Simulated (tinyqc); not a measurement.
Chemical vapour deposition: Grove model, boundary layer, depletion and step coverage. Changing the temperature T. Computed by tinyqc, a small Python program. Command: `OMP_NUM_THREADS=1 python tinyqc.py 3015186 3015187 out.jsonl cvd sweep`. One thread of a shared host (Intel(R) Xeon(R) Processor @ 2.30GHz), about 0.05 s of CPU time with the checks.

A precursor diffuses to the surface and reacts there at first order; each molecule that reacts adds one formula unit of film.

Inputs (values chosen for the exercise, close to those used for epitaxial silicon from a chlorosilane): prefactor k0 of k_s = 3.8e+08 cm/s; activation energy E = 1.98 eV; total pressure p = 760 torr; mole fraction of the precursor Y = 0.0031; gas diffusivity D0 at 273.15 K and 760 torr = 0.19 cm^2/s; film density N = 5e+22 formula units/cm^3; precursor mass M = 170 u; trench width w = 0.55 um; aspect ratio of the trench = 22; gas velocity U = 8.3 cm/s; kinematic viscosity nu0 at 273.15 K and 760 torr = 0.63 cm^2/s; susceptor length L = 27 cm; channel height b = 8.8 cm.

Reactor: horizontal, atmospheric.

Constants: k_B = 1.380649e-23 J/K; u = 1.6605390666e-27 kg; k_B = 8.617333262e-05 eV/K.

Method:
- k_s = k0 exp(-E/(k_B T)); C_g = Y p/(k_B T), 1 torr = 133.322 Pa; D = D0 (T/273.15)^1.75 (760/p).
- Temperatures in kelvin are T(C) + 273.15.
- Mean speed c = sqrt(8 k_B T/(pi M)); reactive sticking probability beta = 4 k_s/c.
- nu = nu0 (T/273.15)^1.75 (760/p); Re = U L/nu; mean boundary layer delta = (2/3) L/sqrt(Re), at most b/2; h_g = D/delta.
- Fluxes in series: C_s = C_g/(1 + k_s/h_g); growth rate G = k_s h_g/(k_s + h_g) C_g/N; 1 cm/s = 6e8 nm/min.
- Plug flow: U b dC/dx = -k_eff C with k_eff = k_s h_g/(k_s + h_g), so C falls as exp(-k_eff x/(U b)); the used share of the precursor is 1 - C(L)/C(0).
- In a long trench of width w and depth l = aspect ratio x w: Knudsen diffusivity D_K = (2w) c/3 (hydraulic diameter 2w), combined as 1/D_e = 1/D_K + 1/D; D_e d2C/dz2 = 2 k_s C/w with D_e dC/dz = -k_s C at the floor. With m = sqrt(2 k_s/(w D_e)): C(floor)/C(top) = 1/[cosh(m l) + (k_s/(D_e m)) sinh(m l)].

One run for each value; columns: (1) temperature T (C); (2) growth rate G at the inlet (nm/min); (3) step coverage; (4) rate at the outlet over rate at the inlet; (5) sticking probability beta:
```
(1)      (2)      (3)      (4)        (5)
930   120.04  0.94377  0.82238  0.0001996
960   132.68  0.91479  0.80129  0.0003137
990   141.79  0.87497  0.78466  0.0004826
1020  148.08  0.82259  0.77160  0.0007273
1050  152.32  0.75698  0.76118  0.0010757
1080  155.10  0.67908  0.75263  0.0015633
1110  156.89  0.59172  0.74540  0.0022347
1140  158.01  0.49940  0.73909  0.0031458
1170  158.67  0.40750  0.73341  0.0043647
```

What does the table show, and why?

Over the rows, growth rate G at the inlet (nm/min) rises from 120 to 159; step coverage falls from 0.944 to 0.407; rate at the outlet over rate at the inlet falls from 0.822 to 0.733. Heating multiplies the growth rate by 1.32 over the range, while step coverage goes from 0.944 to 0.407: a higher sticking probability starves the depth of the trench.

Caution (all rows): the hydraulic-diameter form of D_K is rough for a slit.
